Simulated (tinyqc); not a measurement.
## Quantum-well laser, gain and threshold: effect of the temperature

One electron and one heavy-hole subband per well, parabolic, with equal sheet densities n of electrons and holes; k-conserving transitions, TE polarisation, no line broadening, so the gain starts as a step at E0 and peaks there. All wells are pumped alike.

Nc = me kB T/(pi hbar^2), Nv = mh kB T/(pi hbar^2), mr = me mh/(me + mh) in m0, g0(E) = q^2 Ep mr/(4 nr eps0 c hbar E Lw) (squared momentum element m0 Ep/4, joint density of states mr/(pi hbar^2 Lw) for both spins). Peak gain g(n) = g0(E0)[1 - exp(-n/Nc) - exp(-n/Nv)]. Mirror loss am = ln(1/(R1 R2))/(2 Lc); threshold gain gth = (ai + am)/(Nw Gw). nth solves g(n) = gth and ntr solves g(n) = 0. Jth = q Nw (A n + B n^2 + C n^3)/eta at n = nth, Ith = Jth Wd Lc; differential efficiency of both facets eta am/(ai + am).

Inputs (values chosen for the exercise); well values close to those of InGaAsP:
```
symbol,value,unit,meaning
E0,0.844,eV,lowest transition energy
me,0.0464,m0,in-plane electron mass
mh,0.286,m0,in-plane hole mass
Ep,22.6,eV,Kane energy
nr,3.29,,refractive index
Lw,4,nm,well width
Nw,1,,number of wells
Gw,0.029,,optical confinement per well
ai,6,1/cm,internal loss
Lc,250,um,cavity length
R1,0.3,,front reflectance
R2,0.9,,back reflectance
A,1.6e8,1/s,defect recombination coefficient
B,5.5e-5,cm^2/s,radiative coefficient per well
C,1.8e-16,cm^4/s,Auger coefficient per well
eta,0.92,,injection efficiency
Wd,10,um,stripe width
```

Constants: q = 1.602176634e-19 C, kB = 1.380649e-23 J/K, eps0 = 8.8541878128e-12 F/m, hbar = 1.054571817e-34 J s, m0 = 9.1093837015e-31 kg, c = 299792458 m/s. Results are converted to the units shown.

The same in every row: gth (1/cm) = 1109.9; differential efficiency = 0.74850.

Results:
```
T (K)  ntr (cm^-2)  nth (cm^-2)  Jth (A/cm^2)  Ith (mA)
200      5.0792e11    5.6925e11        24.748   0.61870
230      5.8411e11    6.5464e11        31.140   0.77850
260      6.6030e11    7.4003e11        38.570   0.96424
290      7.3649e11    8.2542e11        47.154    1.1788
320      8.1268e11    9.1080e11        57.009    1.4252
350      8.8886e11    9.9619e11        68.254    1.7063
410      1.0412e12    1.1670e12        95.377    2.3844
```

Estimate the missing row, T = 380 K.

Computed row:
```
T (K)  ntr (cm^-2)  nth (cm^-2)  Jth (A/cm^2)  Ith (mA)
380      9.6505e11    1.0816e12        81.004    2.0251
```

With this row back in the table: As T goes from 200 to 410 K, gth stays at 1110 1/cm, Jth rises from 24.7 to 95.4 A/cm^2 and Ith rises from 0.619 to 2.38 mA. With A, B, C and the losses fixed, ntr and nth are proportional to T; written as exp(T/T0), Jth has T0 = 156 K over the range.

Program tinyqc, `OMP_NUM_THREADS=1 python tinyqc.py 2840003 2840004 out.jsonl`; Intel Xeon 2.30GHz, shared host, one thread, about 0.01 s.
